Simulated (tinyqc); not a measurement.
Low-temperature mobility of a two-dimensional electron gas with static screening: one step, computed by the program tinyqc. Command: `OMP_NUM_THREADS=1 python tinyqc.py 3017531 3017532 out.jsonl twodeg walk`. One thread of a shared host (Intel(R) Xeon(R) Processor @ 2.30GHz), about 0.01 s of CPU time with the checks.

One subband is filled, the gas is degenerate and scatters at the Fermi circle; one permittivity serves on both sides of the interface. All formulas are in SI units, masses times m_0. Piezoelectric and polar phonons are left out, and n_s is taken as set by a gate, independent of N_i.

Task: The integrands at a few angles. Form factors with u = q/b: screening G(q) = [1 + 9u/8 + 3u^2/8]/(1 + u)^3, remote charge P(q) = exp(-q d)/(1 + u)^3. Dielectric function eps(q) = 1 + q_TF G(q)/q, with q = 2 k_F sin(theta/2). Roughness: <|U|^2> = (e F)^2 S(q), S = pi Delta^2 Lambda^2 exp(-q^2 Lambda^2/4). Remote charges: <|U|^2> = N_i [e^2 P(q)/(2 eps eps_0 q)]^2. The last two columns are (m/(pi hbar^3)) <|U|^2>/eps(q)^2.

Inputs (values chosen for the exercise, modelled on a silicon inversion layer): in-plane mass m = 0.184 m_0; permittivity eps = 11.8; roughness height Delta = 0.38 nm; correlation length Lambda = 5.1 nm; remote charge density N_i = 1.6e+12 1/cm^2; distance d of the charges from the interface = 0.7 nm.

Wave function: Fang-Howard. Roughness spectrum: Gaussian.

k_F = 0.3842588 1/nm

b = 1.564958 1/nm

q_TF = 1.178677 1/nm

effective field F = 0.3818379 MV/cm

Constants: m_0 = 9.1093837015e-31 kg; hbar = 1.054571817e-34 J s; e = 1.602176634e-19 C; eps_0 = 8.8541878128e-12 F/m.

Give: Integrands (1e9/(s rad)).

Result:

Integrands (1e9/(s rad)):
```
theta (degrees)  q (1/nm)       G  eps(q)  roughness  remote charges
5                  0.0335  0.9612   34.80       16.5            6783
15                 0.1003  0.8911   11.47      143.0            4966
30                 0.1989  0.8025    5.76      468.9            3095
60                 0.3843  0.6722    3.06      820.4            1241
90                 0.5434  0.5872    2.27      569.6             562
135                0.7100  0.5168    1.86      219.4             248
180                0.7685  0.4956    1.76      139.3             186
```
